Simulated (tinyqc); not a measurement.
Inside a calculation: thin (001) film in sp3s* tight binding with raised dangling bonds. Values are carried at full precision from step to step, so a last printed digit may differ when a step is redone from the rounded ones.

sp3s* tight binding, nearest neighbours only: anion (a) at 0, cation (c) at a/4 (1,1,1), orbitals s, px, py, pz, s* on each; k in units of 2 pi/a. With phases e_j = exp(i (pi/2) k.n_j) for n = (1,1,1), (1,-1,-1), (-1,1,-1), (-1,-1,1): g0 = (e1+e2+e3+e4)/4, g1 = (e1+e2-e3-e4)/4, g2 = (e1-e2+e3-e4)/4, g3 = (e1-e2-e3+e4)/4. The diagonal holds the levels Esa, Epa, Exa (s*) and Esc, Epc, Exc. Anion-cation block: <sa|sc> = Vss g0; <sa|xc> = Vsapc g1; <xa|sc> = -Vscpa g1; <xa|xc> = Vxx g0; <xa|yc> = <ya|xc> = Vxy g3, <xa|zc> = <za|xc> = Vxy g2, <ya|zc> = <za|yc> = Vxy g1; <s*a|xc> = Vxapc g1; <xa|s*c> = -Vpaxc g1; y and z take g2 and g3 in place of g1; s-s* and s*-s* vanish.

Values chosen for the exercise (out of a larger set: near a published set for Ge, fitted to gaps, whose masses and valley positions are rough; the L valleys, lowest in Ge, lie off zero in-plane momentum and are not seen; not measured data): p = (-5.91, 1.6, -5.91, 1.6, 6.423, 6.423, -6.768, 1.601, 4.848, 5.424, 5.424, 5.202, 5.202) eV (order Esa, Epa, Esc, Epc, Exa, Exc, Vss, Vxx, Vxy, Vsapc, Vscpa, Vxapc, Vpaxc); N = 4 (atomic planes in the small film); dl = 30 eV (shift of the dangling hybrids).

## Bulk edges along [001]

Gap at Gamma and minimum on (0,0,kz), kz from 0.5 to 1, from the bulk Ev. States at zero in-plane momentum come from this line alone.

edges (eV): Gamma 0.8590, Delta 0.7839

kz of the minimum = 0.8112 2 pi/a

## The two blocks of the small film

Planes alternate anion (a), cation (c) along [001], a/4 apart, starting with an anion; zero in-plane momentum; levels counted from the bulk Ev, the lower root of [[Epa, Vxx], [Vxx, Epc]]; no spin-orbit coupling. Block of s, pz, s*: from an anion to the cation above, Vss/2 (s,s), Vsapc/2 (s,z), -Vscpa/2 (z,s), Vxx/2 (z,z), Vxapc/2 (s*,z), -Vpaxc/2 (z,s*); to the cation below the same with the s-z and s*-z signs reversed. Block of u = (px + py)/sqrt2 and v = (px - py)/sqrt2: to the cation above (Vxx + Vxy)/2 for u and (Vxx - Vxy)/2 for v, to the cation below the reverse. Each surface atom has two dangling sp3 hybrids; raising both by dl adds (dl/2) [[1, t], [t, 1]] to its s, pz levels (t = -1 at the bottom face, +1 at the top) and dl to the one of u, v in whose plane the missing bonds lie (v for a bottom anion or a top cation, u for a top anion).

Fill them in.

s, pz, s* block (eV), rows sa1, za1, *a1, sc2, zc2, *c2, sa3, za3, *a3, sc4, zc4, *c4 and columns alike:
```
[[9.091, -15.000, 0, -3.384, 2.712, 0, 0, 0, 0, 0, 0, 0],
 [-15.000, 16.601, 0, -2.712, 0.800, -2.601, 0, 0, 0, 0, 0, 0],
 [0, 0, 6.424, 0, 2.601, 0, 0, 0, 0, 0, 0, 0],
 [-3.384, -2.712, 0, -5.909, 0, 0, -3.384, 2.712, 0, 0, 0, 0],
 [2.712, 0.800, 2.601, 0, 1.601, 0, -2.712, 0.800, -2.601, 0, 0, 0],
 [0, -2.601, 0, 0, 0, 6.424, 0, 2.601, 0, 0, 0, 0],
 [0, 0, 0, -3.384, -2.712, 0, -5.909, 0, 0, -3.384, 2.712, 0],
 [0, 0, 0, 2.712, 0.800, 2.601, 0, 1.601, 0, -2.712, 0.800, -2.601],
 [0, 0, 0, 0, -2.601, 0, 0, 0, 6.424, 0, 2.601, 0],
 [0, 0, 0, 0, 0, 0, -3.384, -2.712, 0, 9.091, 15.000, 0],
 [0, 0, 0, 0, 0, 0, 2.712, 0.800, 2.601, 15.000, 16.601, 0],
 [0, 0, 0, 0, 0, 0, 0, -2.601, 0, 0, 0, 6.424]]
```

u, v block (eV), rows ua1, va1, uc2, vc2, ua3, va3, uc4, vc4 and columns alike:
```
[[1.601, 0, 3.224, 0, 0, 0, 0, 0],
 [0, 31.601, 0, -1.623, 0, 0, 0, 0],
 [3.224, 0, 1.601, 0, -1.623, 0, 0, 0],
 [0, -1.623, 0, 1.601, 0, 3.224, 0, 0],
 [0, 0, -1.623, 0, 1.601, 0, 3.224, 0],
 [0, 0, 0, 3.224, 0, 1.601, 0, -1.623],
 [0, 0, 0, 0, 3.224, 0, 1.601, 0],
 [0, 0, 0, 0, 0, -1.623, 0, 31.601]]
```

## Levels of the small film

Diagonalise both blocks.

levels of the s, pz, s* block (eV): [-11.630, -8.565, -3.712, 1.320, 1.442, 1.945, 6.472, 6.520, 8.632, 8.952, 28.523, 28.564]

levels of the u, v block (eV): [-2.536, -1.703, -0.912, 4.114, 4.727, 5.738, 31.680, 31.699]

No level lies between 0 and the bulk edge 0.784 eV; confinement has widened the gap at zero in-plane momentum to 2.233 eV.

## Checks

- Lowest conduction level of 201 planes, with the dangling hybrids shifted far away, against the bulk edge: 0.7844 against 0.7839.

(tinyqc, `OMP_NUM_THREADS=1 python tinyqc.py 1481972 1481973 out.jsonl`, Intel(R) Xeon(R) Processor @ 2.30GHz, 1 thread, shared host, about 0.4 s.)
